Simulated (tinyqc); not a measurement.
Inside a calculation. Model: p-n diode with diffusion and depletion-layer recombination.

Computed by the program tinyqc: `OMP_NUM_THREADS=1 python tinyqc.py 2260118 2260119 out.jsonl`, one thread of a shared Intel Xeon 2.30GHz, about 0.01 s for the whole run. Printed values are rounded.

Abrupt junction in the depletion approximation, low injection, full ionisation, neutral widths fixed, ohmic contact on the p side. Vj is the junction voltage; where a series resistance Rs is given, V = Vj + J Rs is the terminal voltage.

Parameters, values chosen for the exercise; band and dielectric values close to those of indium phosphide:
```
symbol,value,unit,meaning
T,450,K,temperature
Eg,1.34,eV,band gap
eps_r,12.6,,relative permittivity
Nc,1.03e18,cm^-3,conduction-band density of states at T
Nv,2.04e19,cm^-3,valence-band density of states at T
Na,7.7e17,cm^-3,acceptor density
Nd,3.1e16,cm^-3,donor density
mun,1100,cm^2/(V s),electron mobility in the p side
mup,170,cm^2/(V s),hole mobility in the n side
tn,2e-6,s,electron lifetime
tp,2e-7,s,hole lifetime
wp,50,um,neutral width of the p side
wn,0.67,um,neutral width of the n side
Sp,10000,cm/s,recombination velocity at the n contact
Rs,0.00015,ohm cm^2,series resistance
Et,0,eV,trap level above the intrinsic level
Vj,0.8,V,junction voltage at which recombination is evaluated
V,1.17,V,terminal voltage
```

Constants: q = 1.602176634e-19 C, kB = 1.380649e-23 J/K, Vt = kB T/q, eps0 = 8.8541878128e-14 F/cm where lengths are in cm. Results are converted to the units shown.

Range of the model: At the terminal voltage used the injected minority density exceeds a tenth of the lighter doping, so the low-injection formulas overstate the current.

## Diffusion lengths and saturation currents

ni = sqrt(Nc Nv) exp(-Eg/(2 Vt)), Eg in volts; D = mu Vt; Ln = sqrt(Dn tn), Lp = sqrt(Dp tp); J0n = q ni^2 Dn coth(wp/Ln)/(Ln Na); J0p = (q ni^2 Dp/(Lp Nd)) (s + tanh(wn/Lp))/(1 + s tanh(wn/Lp)), s = Sp Lp/Dp.

ni = 1.43735e11 cm^-3
Ln = 92.3643 um
Lp = 11.4824 um
J0n = 4.01880e-11 A/cm^2
J0p = 1.00180e-9 A/cm^2

wp/Ln = 0.54 and wn/Lp = 0.058; holes carry 96.1 % of the diffusion current.

## Recombination in the depleted layer

ni = sqrt(Nc Nv) exp(-Eg/(2 Vt)), Eg in volts. Vbi = Vt ln(Na Nd/ni^2), W = sqrt(2 eps0 eps_r (Vbi - Vj)(1/Na + 1/Nd)/q), xp = W Nd/(Na + Nd), xn = W Na/(Na + Nd); u(x) = q Na (x + xp)^2/(2 eps0 eps_r) for x < 0 and Vbi - Vj - q Nd (xn - x)^2/(2 eps0 eps_r) for x > 0; p = Na exp(-u/Vt), n = Nd exp((u - Vbi + Vj)/Vt); U = ni^2 (exp(Vj/Vt) - 1)/(tp (n + ni exp(Et/Vt)) + tn (p + ni exp(-Et/Vt))); J_scr = q times the integral of U from -xp to xn. Trapezoid rule on 16 equal steps.

W = 113.791 nm

| point | x (nm) | u (V) | n (cm^-3) | p (cm^-3) | U (cm^-3 s^-1) |
|---|---|---|---|---|---|
| 0 | -4.404 | 0.000000 | 2.44480e13 | 7.7e17 | 1.22239e19 |
| 1 | 2.708 | 0.023748 | 4.51033e13 | 4.17373e17 | 2.25514e19 |
| 2 | 9.820 | 0.056399 | 1.04685e14 | 1.79824e17 | 5.23396e19 |
| 3 | 16.932 | 0.086799 | 2.29269e14 | 8.21087e16 | 1.14602e20 |
| 4 | 24.044 | 0.114946 | 4.73788e14 | 3.97329e16 | 2.36611e20 |
| 5 | 31.156 | 0.140842 | 9.23855e14 | 2.03765e16 | 4.59839e20 |
| 6 | 38.268 | 0.164486 | 1.69983e15 | 1.10746e16 | 8.37054e20 |
| 7 | 45.380 | 0.185878 | 2.95112e15 | 6.37892e15 | 1.41028e21 |
| 8 | 52.492 | 0.205019 | 4.83447e15 | 3.89390e15 | 2.15019e21 |
| 9 | 59.604 | 0.221907 | 7.47296e15 | 2.51907e15 | 2.88149e21 |
| 10 | 66.716 | 0.236544 | 1.08998e16 | 1.72710e15 | 3.34104e21 |
| 11 | 73.828 | 0.248929 | 1.50011e16 | 1.25491e15 | 3.41629e21 |
| 12 | 80.940 | 0.259062 | 1.94809e16 | 9.66329e14 | 3.22945e21 |
| 13 | 88.052 | 0.266943 | 2.38713e16 | 7.88602e14 | 2.96373e21 |
| 14 | 95.164 | 0.272573 | 2.76009e16 | 6.82040e14 | 2.73436e21 |
| 15 | 102.275 | 0.275950 | 3.01129e16 | 6.25146e14 | 2.58827e21 |
| 16 | 109.387 | 0.277076 | 3.1e16 | 6.07256e14 | 2.53882e21 |

J_scr = 0.00315786 A/cm^2

With 2000 steps J_scr = 0.003158 A/cm^2; the coarse value is within 0.01 % of it. U is largest at x = 73.8 nm among these points; the peak lies where tp n = tn p. On the fine grid U peaks at 3.430e21 cm^-3 s^-1, and J_scr/(q U_max) is 50.5 % of W, the effective width of the recombining zone.

## Starting value

Vj = V/2.

Vj at the start = 0.585 V

## Iteration 1: new Vj

J0 = J0n + J0p = 1.04198e-9 A/cm^2

Diffusion current alone: J = J0 (exp(Vj/Vt) - 1), g = Vj + J Rs - V, g' = 1 + Rs J0 exp(Vj/Vt)/Vt, Vj(new) = Vj - g/g'.

J = 0.00371170 A/cm^2
g = -0.584999 V
g' = 1.00001
Vj after iteration 1 = 1.16999 V

## Iteration 2: new Vj

As before.

J = 13218.6 A/cm^2
g = 1.98277 V
g' = 52.1316
Vj after iteration 2 = 1.13196 V

## Course of the iteration

Stop when the step is below 1e-10 V, or after 80 iterations.

Course of the iteration:

| iteration | Vj before the step (V) | step (V) |
|---|---|---|
| 1 | 0.585 | 0.585 |
| 2 | 1.16999 | -0.0380 |
| 3 | 1.13196 | -0.0350 |
| 4 | 1.09699 | -0.0260 |
| 5 | 1.07094 | -0.0111 |
| 6 | 1.05987 | -1.44e-3 |
| 7 | 1.05843 | -2.02e-5 |
| 8 | 1.05841 | -3.92e-9 |
| 9 | 1.05841 | < 1e-13 |

Converged in 9 iterations.
